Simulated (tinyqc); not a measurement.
## Effect of surface-potential fluctuations

The band bending varies over the area as a Gaussian of deviation ss (in units of Vt), so Gp/w = q Dit times the Gaussian mean of ln(1 + y^2)/(2 y), y = x exp(-u), u of deviation ss, x = w tau at the mean bending. Listed: the x of the peak, its height over q Dit, the Dit that the rule Gp/w = 0.40237 q Dit would give, and Gp/w at five times the peak frequency over the peak.

Parameters, values chosen for the exercise:
- Dit = 4e11 cm^-2 eV^-1 (interface trap density)

Constants: q = 1.602176634e-19 C. Results are converted to the units shown.

Effect of surface-potential fluctuations:
```
ss	x at the peak	height/(q Dit)	peak Gp/w (nF/cm^2)	apparent Dit (cm^-2 eV^-1)	ratio at 5 f_peak
0	1.980	0.4024	25.79	4.000e11	0.5767
0.36	2.035	0.3881	24.87	3.858e11	0.5939
0.71	2.139	0.3561	22.82	3.540e11	0.6400
1.07	2.240	0.3187	20.42	3.168e11	0.7001
1.43	2.325	0.2835	18.17	2.818e11	0.7566
1.79	2.393	0.2528	16.20	2.513e11	0.8032
2.14	2.445	0.2273	14.57	2.259e11	0.8391
2.5	2.489	0.2050	13.14	2.038e11	0.8679
```

The height falls from 0.402 to 0.205 and the ratio at five times the peak frequency rises from 0.577 to 0.868: the peak grows lower and wider, as patches with different time constants add. The uncorrected rule understates Dit by a factor of 1.96 in the last row; the width ratio gives ss and so the correction.

Numbers from tinyqc (`OMP_NUM_THREADS=1 python tinyqc.py 2030029 2030030 out.jsonl`; about 0.01 s on one thread of a shared Intel Xeon 2.30GHz).
